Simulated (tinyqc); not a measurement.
Comparisons within one model: Kane-Mele model of a buckled honeycomb layer in a normal field. A value that a table varies takes the place of the one given here.

Sublattices A and B lie at +/-b, so the field gives them the energies +/-D, D = e b Ez (in eV for b in angstrom and Ez in V/angstrom); 2 lam is the gap at zero field. Near the valleys tau = +/-1, for spin sz = +/-1: H = hbar v (tau qx sx + qy sy) + m sz_AB with m = D - tau sz lam, hbar v = (sqrt3/2) a t. On the lattice the spin-orbit term is the second-neighbour hopping i (lam/3 sqrt3) nu sz, nu = +/-1 by the sense of the turn. The filled band of one cone contributes tau sign(m)/2 to the Chern number, in the sense Omega = curl of i<u|grad u>. Rashba terms are left out.

Zigzag ribbon of N chains, sites A1, B1, A2, ...; k in 1/a. Bonds -2t cos(k/2) (A_n to B_n) and -t (B_n to A_(n+1)); diagonal +/-(D + 2 l2 sz sin k) on A and B; A_n to A_(n+1): -2 l2 sz sin(k/2), B_n to B_(n+1): the opposite; l2 = lam/(3 sqrt3).

Constants: kB = 8.617333262e-05 eV/K; hbar^2/2m0 = 3.80998211 eV angstrom^2.

Parameters, chosen for this exercise (of the size used for silicene; the results hold for these values, not for the real material):
```
symbol  value   unit        meaning
a       3.87    angstrom    lattice constant
t       1.45    eV          hopping
lam     0.0034  eV          spin-orbit half gap
b       0.25    angstrom    half the buckling height
Ez      0.017   V/angstrom  normal field at the atoms, after screening; 0.01 is 1 MV/cm, and gates reach some 0.05
N       20                  chains
```

## Edge bands of a zigzag ribbon

The two middle levels for each spin, and the weight of the upper one on the half of the ribbon that holds A1.

Middle levels (meV):
```
k/pi  up, lower  up, upper  up, weight  down, lower  down, upper  down, weight
0.6    -318.482    318.482        0.50     -318.393      318.393          0.50
0.7     -40.124     40.124        0.58      -39.451       39.451          0.51
0.8      -6.558      6.558        1.00       -1.943        1.943          1.00
0.9      -5.463      5.463        1.00       -3.037        3.037          1.00
1.0      -4.250      4.250        1.00       -4.250        4.250          1.00
1.1      -3.037      3.037        1.00       -5.463        5.463          1.00
1.2      -1.943      1.943        1.00       -6.558        6.558          1.00
1.3     -39.451     39.451        0.51      -40.124       40.124          0.58
1.4    -318.393    318.393        0.50     -318.482      318.482          0.50
```

How do the results move?

From k/pi = 0.8 to 1.2 the upper level stays on one edge and the spacing of the pair is at least 3.89 meV. D > lam, so the edge bands need not cross: each leaves and rejoins the same bulk band. At k = pi the levels are -4.250 and 4.250 meV, with D = 4.250 meV and lam = 3.4 meV.

## Closing and reopening the gap

Ez = f lam/b. Gap 2 |D - lam|, second gap 2 (D + lam), Z2 index, and the temperature at which kB T equals the gap.

Against field:
```
f     Ez (V/angstrom)  gap (meV)  second gap (meV)  Z2  gap/kB (K)
0.00                0      6.800             6.800   1        78.9
0.25          0.00340      5.100             8.500   1        59.2
0.50          0.00680      3.400            10.200   1        39.5
0.75           0.0102      1.700            11.900   1        19.7
0.90           0.0122      0.680            12.920   1         7.9
1.10           0.0150      0.680            14.280   0         7.9
1.50           0.0204      3.400            17.000   0        39.5
2.00           0.0272      6.800            20.400   0        78.9
3.00           0.0408     13.600            27.200   0       157.8
```

What can be read from the table?

The gap closes at Ez = 0.0136 V/angstrom, 1.36 MV/cm at the atoms (the applied field must be larger by the screening), and is back at its zero-field size at twice that. At zero field it is 6.8 meV, below kB T at 300 K (25.9 meV).

## What each parameter does

Smaller and larger gap, hbar v, and the mass 2c|m|/(hbar v)^2 at the smaller gap, c = hbar^2/2m0. Each row changes one parameter from the base and keeps the others.

Results:
```
case                    smaller gap (meV)  larger gap (meV)  hbar v (eV angstrom)  mass (m0)
base                                1.700            15.300                4.8597    0.00027
a = 4.257 angstrom                  1.700            15.300                5.3457    0.00023
t = 1.595 eV                        1.700            15.300                5.3457    0.00023
lam = 0.00374 eV                    1.020            15.980                4.8597    0.00016
Ez = 0.0187 V/angstrom              2.550            16.150                4.8597    0.00041
```

What can be read from the table?

The largest shifts from the base row, up to three for each result and ties (the steps differ in size, so this ranks the rows, not the parameters). smaller gap (meV): Ez +0.850, lam -0.680; unchanged at the printed digits by a and t. larger gap (meV): Ez +0.850, lam +0.680; unchanged at the printed digits by a and t. hbar v (eV angstrom): t +0.4860, a +0.4860; unchanged at the printed digits by lam and Ez. mass (m0): Ez +0.00014, lam -0.00011, t -0.00005, a -0.00005.

(tinyqc, `OMP_NUM_THREADS=1 python tinyqc.py 1480322 1480323 out.jsonl`, Intel(R) Xeon(R) Processor @ 2.30GHz, 1 thread, shared host, about 0.01 s.)
